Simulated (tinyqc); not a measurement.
# Diameter from the threshold shift

Inverse problem. Undoped body with a flat potential across it, hard walls, transport along x. One isotropic valley (g = 1, mx = my = mz = me). Non-parabolicity enters the subband edges through E (1 + al E) = gamma, so E = 2 gamma/(1 + sqrt(1 + 4 al gamma)); motion within a subband is taken as parabolic with the band-edge mass. Energies are counted from the bulk band edge. gamma = C (2 z/(t + dl))^2 (1/my + 1/mz)/2, z the zeros of the Bessel functions J_l (2.404826, 3.831706, 5.135622, 5.520078, ...), twofold for l > 0; the mean inverse mass is an approximation for anisotropic valleys, C = hbar^2/(2 m0). Each subband has N_k = g sqrt(2 mx m0 kB T/(pi hbar^2)); without degeneracy n = exp(EF/Vt) sum N_k exp(-E_k/Vt). Classical value Nc times pi t^2/4, Nc = sum over valleys of 2 g (m m0 kB T/(2 pi hbar^2))^1.5 with m = (mx my mz)^(1/3). Threshold shift dVT = Vt ln(classical value/sum N_k exp(-E_k/Vt)). Find t and the lowest subband edge.

Inputs (values chosen for the exercise); masses close to those of GaAs:
```
symbol,value,unit,meaning
T,300,K,temperature
me,0.0676,m0,mass at the band edge
al,0.57,1/eV,non-parabolicity
dl,0,nm,widening of the box by penetration into the insulator
```

Constants: q = 1.602176634e-19 C, kB = 1.380649e-23 J/K, hbar = 1.054571817e-34 J s, m0 = 9.1093837015e-31 kg, Vt = kB T/q, hbar^2/(2 m0) = 0.0380998212 eV nm^2. Results are converted to the units shown.

dVT = 169.08165 mV

Answer. dVT is evaluated for trial values of t with all subbands; between 1.5 and 25 nm one value matches.

t = 7.30 nm
E_1 = 218 meV

tinyqc, about 0.1 s, one thread, Intel Xeon 2.30GHz (shared host): `OMP_NUM_THREADS=1 python tinyqc.py 2350023 2350024 out.jsonl`
